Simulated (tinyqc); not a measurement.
Inside a calculation. Method: LDA (VWN5) atom on a uniform radial grid, spin-unpolarised, for He. Computed by tinyqc, a small Python program that keeps every step. Settings: Z = 2, points = 128, R = 10.7, functional = lda,vwn, mixing = 0.6, iteration cap = 74. Command: `OMP_NUM_THREADS=1 python tinyqc.py 23071 23072 out.jsonl` (the two numbers bound the seeds that draw the settings). One thread of a shared host (Intel(R) Xeon(R) Processor @ 2.60GHz), about 0.05 s of CPU time with the checks. Later iterations appear only in the table of the cycle.

## Iteration 1

Spherical atom on a uniform radial grid r_j = j h with h = R/(N + 1), h sum u^2 = 1 and integrals as h times sums, u(0) = u(R) = 0 (atomic units):
```
parameter            value
Z                        2
points N               128
R                10.700000
h                 0.082946
mixing            0.600000
electrons in 1s          2
```

Three-point differences turn -u''/2 + [l(l+1)/2r^2 - Z/r + V] u = e u into a tridiagonal matrix (diagonal 1/h^2 + potential, off-diagonal -1/2h^2). D = sum f u^2; the Hartree potential y/r solves y'' = -D/r with y(0) = 0, y(R) = N_e; v_xc comes from rho = D/(4 pi r^2); E = sum f e - int D V + int D (V_H/2 + eps_xc); V(new) = V + mixing (V_H + v_xc - V).

eigenvalues (hartree): 1s -1.98643

Every 8th grid point:
```
r            V in     u(1s)         D      V_H       v_xc
0.66357   0.00000   0.99485   1.97945  2.51845   -0.77023
1.32713   0.00000   0.53092   0.56376  1.47936   -0.34019
1.99070   0.00000   0.21250   0.09032  1.00289   -0.15317
2.65426   0.00000   0.07561   0.01143  0.75338   -0.06960
3.31783   0.00000   0.02522   0.00127  0.60280   -0.03145
3.98140   0.00000   0.00807   0.00013  0.50234   -0.01399
4.64496   0.00000   0.00251  1.26e-05  0.43057   -0.00610
5.30853   0.00000   0.00077  1.18e-06  0.37675   -0.00262
5.97209   0.00000   0.00023  1.06e-07  0.33489   -0.00111
6.63566   0.00000   0.00007  9.31e-09  0.30140   -0.00047
7.29922   0.00000  2.00e-05  8.02e-10  0.27400   -0.00020
7.96279   0.00000  5.83e-06  6.80e-11  0.25117   -0.00008
8.62636   0.00000  1.68e-06         0  0.23185  -3.40e-05
9.28992   0.00000  4.82e-07         0  0.21529    0.00000
9.95349   0.00000  1.30e-07         0  0.20093    0.00000
10.61705  0.00000  1.06e-08         0  0.18838    0.00000
```

total energy = -2.6690810 hartree

## Iteration 2

As before.

eigenvalues (hartree): 1s -0.98904

Every 8th grid point:
```
r            V in     u(1s)         D      V_H       v_xc
0.66357   1.04893   0.93662   1.75453  2.33758   -0.74167
1.32713   0.68351   0.60919   0.74221  1.44687   -0.37002
1.99070   0.50983   0.31326   0.19627  0.99802   -0.19333
2.65426   0.41027   0.14717   0.04332  0.75270   -0.10356
3.31783   0.34281   0.06602   0.00872  0.60270   -0.05616
3.98140   0.29301   0.02882   0.00166  0.50232   -0.03054
4.64496   0.25468   0.01237   0.00031  0.43057   -0.01655
5.30853   0.22448   0.00524   0.00005  0.37675   -0.00892
5.97209   0.20027   0.00220  9.70e-06  0.33489   -0.00478
6.63566   0.18056   0.00092  1.69e-06  0.30140   -0.00255
7.29922   0.16428   0.00038  2.91e-07  0.27400   -0.00136
7.96279   0.15065   0.00016  4.95e-08  0.25117   -0.00072
8.62636   0.13909   0.00006  8.33e-09  0.23185   -0.00038
9.28992   0.12917  2.60e-05  1.35e-09  0.21529   -0.00020
9.95349   0.12056  9.42e-06  1.77e-10  0.20093   -0.00010
10.61705  0.11303  8.90e-07         0  0.18838  -9.14e-06
```

total energy = -2.7996103 hartree

## Convergence

Stop when input and output potentials agree to 1e-7.

Course of the cycle (hartree):
```
iteration           E     e(1s)  largest |V(out) - V(in)|
1          -2.6690810  -1.98643                  2.35e+00
2          -2.7996103  -0.98904                  6.08e-01
3          -2.8109407  -0.69514                  1.64e-01
4          -2.8115463  -0.60815                  5.44e-02
5          -2.8115903  -0.57994                  1.99e-02
6          -2.8115960  -0.56990                  7.61e-03
7          -2.8115969  -0.56613                  2.95e-03
8          -2.8115971  -0.56469                  1.15e-03
9          -2.8115971  -0.56413                  4.48e-04
10         -2.8115971  -0.56392                  1.74e-04
11         -2.8115971  -0.56383                  6.81e-05
12         -2.8115971  -0.56380                  2.66e-05
13         -2.8115971  -0.56379                  1.03e-05
14         -2.8115971  -0.56378                  4.03e-06
15         -2.8115971  -0.56378                  1.57e-06
16         -2.8115971  -0.56378                  6.11e-07
17         -2.8115971  -0.56378                  2.38e-07
18         -2.8115971  -0.56378                  9.24e-08
```

Converged in 18 iterations. A uniform grid resolves the cusp poorly: for a bare nucleus this grid gives 1s at -1.98643 against -Z^2/2 = -2 hartree. Before convergence this energy mixes input and output and is not variational, so it may rise towards its limit.
